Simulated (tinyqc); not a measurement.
Periodic multilayer mirror for extreme ultraviolet light: one step. The first periods. Three cases, with inputs chosen for the exercise.

Question. List R just above the absorber of period i (counted from the substrate) and the reflectance of a mirror that ends with that period, for i = 1 to 6.

s polarisation, vacuum above. q_j = sqrt(N_j^2 - sin^2 theta); interface r_jk = (q_j - q_k)/(q_j + q_k) exp(-2 (2 pi/lam)^2 q_j q_k sg^2) (Nevot-Croce; sg = 0 if not given); phase factor of a layer x_j = exp(4 pi i q_j d_j/lam). Each period has the spacer (thickness (1 - Gm) L) on top of the absorber (Gm L). In this recursion R is the amplitude; R in tables and results is the reflectance, its squared modulus. The substrate is of the spacer material. Starting with R = 0 in it, each interface upward gives R -> (r + R x)/(1 + r R x), x that of the layer below the interface (1 for the substrate).

Case 1.

r: vacuum/spacer 0.0004989-0.0008868i, spacer/absorber 0.0356979-0.0023821i, absorber/spacer -0.0356979+0.0023821i

x: spacer -0.9172946-0.3804132i, absorber -0.8751336+0.4433302i

Case 2.

r: vacuum/spacer 0.0003839-0.0009096i, spacer/absorber 0.0395403-0.0024761i, absorber/spacer -0.0395403+0.0024761i

x: spacer -0.9264603-0.3584381i, absorber -0.9085215+0.3697493i

Case 3.

r: vacuum/spacer 0.0004305-0.0008152i, spacer/absorber 0.0392574-0.0026706i, absorber/spacer -0.0392574+0.0026706i

x: spacer -0.7797329-0.6154785i, absorber -0.7470831+0.6375853i

Give: Recursion.

Answer.

Case 1.

Recursion:
```
i  R in the spacer  reflectance
1   0.0658-0.0202i       0.0046
2   0.1278-0.0443i       0.0179
3   0.1853-0.0715i       0.0387
4   0.2379-0.1010i       0.0656
5   0.2855-0.1319i       0.0973
6   0.3282-0.1635i       0.1322
```

From 3 to 6 periods the reflectance grows by 3.42; amplitudes adding in phase without loss would give 4.

Case 2.

Recursion:
```
i  R in the spacer  reflectance
1   0.0745-0.0193i       0.0058
2   0.1459-0.0389i       0.0224
3   0.2137-0.0584i       0.0483
4   0.2773-0.0776i       0.0817
5   0.3365-0.0960i       0.1207
6   0.3910-0.1134i       0.1634
```

From 3 to 6 periods the reflectance grows by 3.38; amplitudes adding in phase without loss would give 4.

Case 3.

Recursion:
```
i  R in the spacer  reflectance
1   0.0668-0.0296i       0.0052
2   0.1304-0.0604i       0.0203
3   0.1901-0.0918i       0.0439
4   0.2457-0.1233i       0.0744
5   0.2970-0.1542i       0.1104
6   0.3439-0.1843i       0.1501
```

From 3 to 6 periods the reflectance grows by 3.42; amplitudes adding in phase without loss would give 4.

Computed by tinyqc, one run a case: `OMP_NUM_THREADS=1 python tinyqc.py N N+1 out.jsonl` with N = 1650514, 1650734, 1650780; one thread of a shared Intel(R) Xeon(R) Processor @ 2.30GHz, about 0.01 s a run at most.
